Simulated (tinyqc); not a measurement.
Worked calculation: CISD on RHF in the sto-3g basis, frozen core, for BeH+, spin multiplicity 1. Computed by tinyqc, a small Python program that keeps every step (integrals from PySCF). Settings: charge = 1, multiplicity = 1, basis = sto-3g, method = RHF, frozen orbitals = 1, energy threshold = 1e-10, iteration cap = 58, orthogonalisation = symmetric, start = Wolfsberg-Helmholz matrix, DIIS depth = 6, ci = CISD, davidson = 1. Command: `OMP_NUM_THREADS=1 python tinyqc.py 24246 24247 out.jsonl` (the two numbers bound the seeds that draw the settings). One thread of a shared host (Intel(R) Xeon(R) Processor @ 2.60GHz), about 0.1 s of CPU time with the checks. The early iterations of the SCF are left out here.

## One-electron integrals

Geometry (angstrom):
```
atom       x       y       z
Be    0.0000  0.0000  0.0000
H     0.0000  0.0000  1.6000
```

Basis sto-3g: exponents (1/bohr^2) and contraction coefficients of normalised primitives:
```
element  l (shell)  exponent  coefficient
Be           s (1)   30.1679       0.1543
Be           s (1)    5.4951       0.5353
Be           s (1)    1.4872       0.4446
Be           s (2)    1.3148      -0.1000
Be           s (2)    0.3055       0.3995
Be           s (2)    0.0994       0.7001
Be           p (3)    1.3148       0.1559
Be           p (3)    0.3055       0.6077
Be           p (3)    0.0994       0.3920
H            s (1)    3.4253       0.1543
H            s (1)    0.6239       0.5353
H            s (1)    0.1689       0.4446
```

Overlap, kinetic and nuclear-attraction integrals over the contracted functions; the nuclear repulsion is the sum of Za Zb / Rab.

nuclear repulsion = 1.322943 hartree

overlap S, order 1Be 1s, 1Be 2s, 1Be 2px, 1Be 2py, 1Be 2pz, 2H 1s:
```
[[1.0000, 0.2595, 0.0000, 0.0000, 0.0000, 0.0393],
 [0.2595, 1.0000, 0.0000, 0.0000, 0.0000, 0.3597],
 [0.0000, 0.0000, 1.0000, 0.0000, 0.0000, 0.0000],
 [0.0000, 0.0000, 0.0000, 1.0000, 0.0000, 0.0000],
 [0.0000, 0.0000, 0.0000, 0.0000, 1.0000, 0.4439],
 [0.0393, 0.3597, 0.0000, 0.0000, 0.4439, 1.0000]]
```

kinetic energy T (hartree), order 1Be 1s, 1Be 2s, 1Be 2px, 1Be 2py, 1Be 2pz, 2H 1s:
```
[[6.6940, -0.0330, 0.0000, 0.0000, 0.0000, -0.0110],
 [-0.0330, 0.2111, 0.0000, 0.0000, 0.0000, 0.0353],
 [0.0000, 0.0000, 0.6606, 0.0000, 0.0000, 0.0000],
 [0.0000, 0.0000, 0.0000, 0.6606, 0.0000, 0.0000],
 [0.0000, 0.0000, 0.0000, 0.0000, 0.6606, 0.1167],
 [-0.0110, 0.0353, 0.0000, 0.0000, 0.1167, 0.7600]]
```

nuclear attraction V (hartree), order 1Be 1s, 1Be 2s, 1Be 2px, 1Be 2py, 1Be 2pz, 2H 1s:
```
[[-14.8918, -1.9851, 0.0000, 0.0000, -0.0126, -0.2999],
 [-1.9851, -2.6338, 0.0000, 0.0000, -0.1188, -0.8951],
 [0.0000, 0.0000, -2.5859, 0.0000, 0.0000, 0.0000],
 [0.0000, 0.0000, 0.0000, -2.5859, 0.0000, 0.0000],
 [-0.0126, -0.1188, 0.0000, 0.0000, -2.6740, -1.0832],
 [-0.2999, -0.8951, 0.0000, 0.0000, -1.0832, -2.5461]]
```

core Hamiltonian H = T + V (hartree), order 1Be 1s, 1Be 2s, 1Be 2px, 1Be 2py, 1Be 2pz, 2H 1s:
```
[[-8.1979, -2.0181, 0.0000, 0.0000, -0.0126, -0.3109],
 [-2.0181, -2.4227, 0.0000, 0.0000, -0.1188, -0.8599],
 [0.0000, 0.0000, -1.9253, 0.0000, 0.0000, 0.0000],
 [0.0000, 0.0000, 0.0000, -1.9253, 0.0000, 0.0000],
 [-0.0126, -0.1188, 0.0000, 0.0000, -2.0134, -0.9664],
 [-0.3109, -0.8599, 0.0000, 0.0000, -0.9664, -1.7861]]
```

## Two-electron integrals

Functions are numbered as in S; the eight-fold symmetry (ij|kl) = (ji|kl) = (kl|ij) leaves the list below.

Two-electron integrals (ij|kl) in chemists' order, unique and non-zero (hartree):
```
(11|11) 2.2988   (21|11) 0.3920   (21|21) 0.0795   (22|11) 0.5710
(22|21) 0.1430   (22|22) 0.4177   (31|31) 0.0146   (32|31) 0.0219
(32|32) 0.0923   (33|11) 0.5696   (33|21) 0.1431   (33|22) 0.4176
(33|33) 0.4499   (41|41) 0.0146   (42|41) 0.0219   (42|42) 0.0923
(43|43) 0.0242   (44|11) 0.5696   (44|21) 0.1431   (44|22) 0.4176
(44|33) 0.4014   (44|44) 0.4499   (51|51) 0.0146   (52|51) 0.0219
(52|52) 0.0923   (53|53) 0.0242   (54|54) 0.0242   (55|11) 0.5696
(55|21) 0.1431   (55|22) 0.4176   (55|33) 0.4014   (55|44) 0.4014
(55|55) 0.4499   (61|11) 0.0586   (61|21) 0.0119   (61|22) 0.0215
(61|33) 0.0214   (61|44) 0.0214   (61|51) 0.0010   (61|52) 0.0020
(61|55) 0.0218   (61|61) 0.0019   (62|11) 0.1598   (62|21) 0.0407
(62|22) 0.1320   (62|33) 0.1267   (62|44) 0.1267   (62|51) 0.0053
(62|52) 0.0341   (62|55) 0.1422   (62|61) 0.0067   (62|62) 0.0654
(63|31) 0.0035   (63|32) 0.0169   (63|53) 0.0057   (63|63) 0.0055
(64|41) 0.0035   (64|42) 0.0169   (64|54) 0.0057   (64|64) 0.0055
(65|11) 0.1784   (65|21) 0.0460   (65|22) 0.1559   (65|33) 0.1467
(65|44) 0.1467   (65|51) 0.0085   (65|52) 0.0527   (65|55) 0.1741
(65|61) 0.0079   (65|62) 0.0874   (65|65) 0.1197   (66|11) 0.3297
(66|21) 0.0854   (66|22) 0.3113   (66|33) 0.2893   (66|44) 0.2893
(66|51) 0.0122   (66|52) 0.1041   (66|55) 0.3551   (66|61) 0.0144
(66|62) 0.2013   (66|65) 0.2838   (66|66) 0.7746
```

## Orthogonalisation

S = U s U^T; symmetric (Loewdin) form X = U s^(-1/2) U^T, so that X^T S X = 1.

eigenvalues of S: [0.4132, 0.7956, 1.0000, 1.0000, 1.1815, 1.6097]

X, order 1Be 1s, 1Be 2s, 1Be 2px, 1Be 2py, 1Be 2pz, 2H 1s:
```
[[1.0276, -0.1435, 0.0000, 0.0000, -0.0095, 0.0228],
 [-0.1435, 1.0949, 0.0000, 0.0000, 0.0820, -0.2357],
 [0.0000, 0.0000, 1.0000, 0.0000, 0.0000, 0.0000],
 [0.0000, 0.0000, 0.0000, 1.0000, 0.0000, 0.0000],
 [-0.0095, 0.0820, 0.0000, 0.0000, 1.0984, -0.2840],
 [0.0228, -0.2357, 0.0000, 0.0000, -0.2840, 1.1640]]
```

## Iteration 9 (converged): orbitals

converged F (hartree), order 1Be 1s, 1Be 2s, 1Be 2px, 1Be 2py, 1Be 2pz, 2H 1s:
```
[[-5.0033, -1.4059, 0.0000, 0.0000, 0.0173, -0.2162],
 [-1.4059, -0.8577, 0.0000, 0.0000, -0.1183, -0.4521],
 [0.0000, 0.0000, -0.1330, 0.0000, 0.0000, 0.0000],
 [0.0000, 0.0000, 0.0000, -0.1330, 0.0000, 0.0000],
 [0.0173, -0.1183, 0.0000, 0.0000, -0.2750, -0.3829],
 [-0.2162, -0.4521, 0.0000, 0.0000, -0.3829, -0.4659]]
```

Diagonalise F' = X^T F X, C = X C', fill 2 alpha and 2 beta electrons from the bottom; D = 2 C_occ C_occ^T. Each column has its largest component positive (the first on a tie).

F' = X^T F X (hartree):
```
[[-4.8947, -0.7067, 0.0000, 0.0000, 0.0158, 0.0016],
 [-0.7067, -0.5054, 0.0000, 0.0000, -0.0063, -0.2971],
 [0.0000, 0.0000, -0.1330, 0.0000, 0.0000, 0.0000],
 [0.0000, 0.0000, 0.0000, -0.1330, 0.0000, 0.0000],
 [0.0158, -0.0063, 0.0000, 0.0000, -0.1363, -0.3044],
 [0.0016, -0.2971, 0.0000, 0.0000, -0.3044, -0.2148]]
```

orbital energies (hartree): [-5.0061, -0.6873, -0.2573, -0.1330, -0.1330, 0.1995]

coefficients C, order 1Be 1s, 1Be 2s, 1Be 2px, 1Be 2py, 1Be 2pz, 2H 1s:
```
[[0.9930, -0.1939, -0.2006, 0.0000, 0.0000, 0.1160],
 [0.0264, 0.6092, 0.7496, 0.0000, 0.0000, -0.5899],
 [0.0000, 0.0000, 0.0000, 0.8640, 0.5035, 0.0000],
 [0.0000, 0.0000, 0.0000, -0.5035, 0.8640, 0.0000],
 [-0.0019, 0.2763, -0.6147, 0.0000, 0.0000, -0.9164],
 [-0.0028, 0.4952, -0.3024, 0.0000, 0.0000, 1.0747]]
```

D after iteration 9, order 1Be 1s, 1Be 2s, 1Be 2px, 1Be 2py, 1Be 2pz, 2H 1s:
```
[[2.0471, -0.1838, 0.0000, 0.0000, -0.1109, -0.1975],
 [-0.1838, 0.7437, 0.0000, 0.0000, 0.3366, 0.6032],
 [0.0000, 0.0000, 0.0000, 0.0000, 0.0000, 0.0000],
 [0.0000, 0.0000, 0.0000, 0.0000, 0.0000, 0.0000],
 [-0.1109, 0.3366, 0.0000, 0.0000, 0.1527, 0.2737],
 [-0.1975, 0.6032, 0.0000, 0.0000, 0.2737, 0.4904]]
```

Within a degenerate level the vectors are fixed only up to a rotation; this is one choice.

## Convergence

Stop when the energy changes by less than 1e-10 hartree and every element of the error matrix X^T (F D S - S D F) X is below 3e-06.

Course of the cycle:
```
iteration  E (hartree)     change  largest element of the error matrix
1           -14.599504          -                             1.49e-01
2           -14.627425  -2.79e-02                             5.24e-02
3           -14.639446  -1.20e-02                             2.90e-02
4           -14.643288  -3.84e-03                             6.49e-03
5           -14.643277   1.10e-05                             4.96e-03
6           -14.643336  -5.92e-05                             5.45e-04
7           -14.643337  -6.80e-07                             7.71e-05
8           -14.643337  -1.39e-08                             5.24e-07
9           -14.643337  -6.86e-13                             4.27e-09
```

PySCF RHF in the same basis = -14.643337 hartree

Converged in 9 iterations.

## Integrals over molecular orbitals

(pq|rs) = sum C_ip C_jq C_kr C_ls (ij|kl), one index at a time.

one-electron integrals over orbitals h = C^T H C (hartree):
```
[[-8.1883, 0.1668, 0.1992, 0.0000, 0.0000, -0.0722],
 [0.1668, -2.0845, -0.0300, 0.0000, 0.0000, 0.2107],
 [0.1992, -0.0300, -1.9090, 0.0000, 0.0000, -0.0663],
 [0.0000, 0.0000, 0.0000, -1.9253, 0.0000, 0.0000],
 [0.0000, 0.0000, 0.0000, 0.0000, -1.9253, 0.0000],
 [-0.0722, 0.2107, -0.0663, 0.0000, 0.0000, -1.6403]]
```

Two-electron integrals over orbitals (pq|rs), unique and non-zero (hartree); the lowest 1 orbital is frozen and left out:
```
(22|22) 0.4907    (32|22) -0.0677   (32|32) 0.0474    (33|22) 0.3217
(33|32) 0.0331    (33|33) 0.4490    (42|42) 0.0439    (43|42) 0.0327
(43|43) 0.0504    (44|22) 0.3567    (44|32) 0.0290    (44|33) 0.3923
(44|44) 0.4499    (52|52) 0.0439    (53|52) 0.0327    (53|53) 0.0504
(54|54) 0.0242    (55|22) 0.3567    (55|32) 0.0290    (55|33) 0.3923
(55|44) 0.4014    (55|55) 0.4499    (62|22) 0.0376    (62|32) -0.0509
(62|33) -0.0212   (62|44) -0.0644   (62|55) -0.0644   (62|62) 0.1211
(63|22) -0.0563   (63|32) 0.0421    (63|33) 0.0558    (63|44) 0.0266
(63|55) 0.0266    (63|62) -0.0545   (63|63) 0.0587    (64|42) -0.0279
(64|43) -0.0112   (64|64) 0.0242    (65|52) -0.0279   (65|53) -0.0112
(65|65) 0.0242    (66|22) 0.4938    (66|32) -0.0698   (66|33) 0.3491
(66|44) 0.3602    (66|55) 0.3602    (66|62) 0.0677    (66|63) -0.0594
(66|66) 0.5335
```

## CISD: determinants and Hamiltonian

one-electron integrals dressed by the frozen orbital, h + 2 (pq|11) - (p1|1q) (hartree), order 2, 3, 4, 5, 6:
```
[[-1.1780, 0.0677, 0.0000, 0.0000, -0.0376],
 [0.0677, -0.8534, 0.0000, 0.0000, 0.0617],
 [0.0000, 0.0000, -0.8024, 0.0000, 0.0000],
 [0.0000, 0.0000, 0.0000, -0.8024, 0.0000],
 [-0.0376, 0.0617, 0.0000, 0.0000, -0.6671]]
```

energy of the frozen orbital, 2 h_11 + (11|11) = -14.101047 hartree

Hartree-Fock energy = -14.643337 hartree

Slater-Condon rules over spin orbitals, with the nuclear repulsion and the energy of the frozen orbital added and E(HF) subtracted on the diagonal. Only determinants linked to the reference directly or through others are kept (one block of an abelian symmetry group), so some states are absent.

Occupation strings over the orbitals (2 doubly, a alpha, b beta, 0 empty; spin orbitals ordered 1a 1b 2a 2b ...): 220000 2ab000 2a000b 2ba000 2b000a 202000 20a00b 200200 200020 20b00a 200002

H - E(HF) between determinants (hartree), order 220000, 2ab000, 2a000b, 2ba000, 2b000a, 202000, 20a00b, 200200, 200020, 20b00a, 200002:
```
[[0.0000, 0.0000, 0.0000, 0.0000, 0.0000, 0.0474, -0.0509, 0.0439, 0.0439, 0.0509, 0.1211],
 [0.0000, 0.1556, 0.0054, -0.0474, 0.0509, 0.1009, 0.0421, 0.0327, 0.0327, 0.0588, -0.0545],
 [0.0000, 0.0054, 0.5140, 0.0509, -0.1211, 0.0421, -0.0020, -0.0279, -0.0279, 0.0545, 0.0302],
 [0.0000, -0.0474, 0.0509, 0.1556, 0.0054, -0.1009, 0.0588, -0.0327, -0.0327, 0.0421, 0.0545],
 [0.0000, 0.0509, -0.1211, 0.0054, 0.5140, -0.0421, 0.0545, 0.0279, 0.0279, -0.0020, -0.0302],
 [0.0474, 0.1009, 0.0421, -0.1009, -0.0421, 0.6075, 0.1175, 0.0504, 0.0504, -0.1175, 0.0587],
 [-0.0509, 0.0421, -0.0020, 0.0588, 0.0545, 0.1175, 0.6939, -0.0112, -0.0112, -0.0587, 0.0023],
 [0.0439, 0.0327, -0.0279, -0.0327, 0.0279, 0.0504, -0.0112, 0.7102, 0.0242, 0.0112, 0.0242],
 [0.0439, 0.0327, -0.0279, -0.0327, 0.0279, 0.0504, -0.0112, 0.0242, 0.7102, 0.0112, 0.0242],
 [0.0509, 0.0588, 0.0545, 0.0421, -0.0020, -0.1175, -0.0587, 0.0112, 0.0112, 0.6939, -0.0023],
 [0.1211, -0.0545, 0.0302, 0.0545, -0.0302, 0.0587, 0.0023, 0.0242, 0.0242, -0.0023, 1.0645]]
```

## CISD: roots

Diagonalise (each vector has its largest component positive (the first on a tie)); all determinants have Ms = 0, so triplets appear too. The lowest singlet root is the correlation energy.

lowest roots of this matrix, relative to E(HF) (hartree): [-0.0296, 0.0826, 0.1326, 0.3858, 0.4762, 0.6636, 0.6679, 0.6860]

lowest vectors, order 220000, 2ab000, 2a000b, 2ba000, 2b000a, 202000, 20a00b, 200200, 200020, 20b00a, 200002:
```
[[0.9790, 0.0000, -0.0998, 0.0000],
 [0.0435, 0.6895, 0.6497, 0.0752],
 [0.0168, -0.1056, 0.0853, 0.6813],
 [-0.0435, 0.6895, -0.6497, 0.0752],
 [-0.0168, -0.1056, -0.0853, 0.6813],
 [-0.1021, 0.0000, -0.3263, 0.0000],
 [0.0802, -0.1159, 0.0776, -0.1737],
 [-0.0466, 0.0000, -0.0294, 0.0000],
 [-0.0466, 0.0000, -0.0294, 0.0000],
 [-0.0802, -0.1159, -0.0776, -0.1737],
 [-0.0978, 0.0000, 0.1051, 0.0000]]
```

<S^2> of these roots: [0.0000, 2.0000, 0.0000, 2.0000, 0.0000, 0.0000, 2.0000, 0.0000]

weight of the ground state by excitation level 0, 1, 2, ...: [0.9585, 0.0044, 0.0372]

## The lowest root by the Davidson method

Start from the reference; add the residual divided by (theta - H_ii), orthogonalised, at each step.

Davidson iterations:
```
iteration  subspace  lowest Ritz value (hartree)  residual norm
1                 1                            0       1.61e-01
2                 2                    -0.028335       1.92e-02
3                 3                    -0.029327       1.27e-02
4                 4                    -0.029555       3.00e-03
5                 5                    -0.029570       6.40e-04
6                 6                    -0.029571       4.52e-05
7                 7                    -0.029571       1.13e-16
```
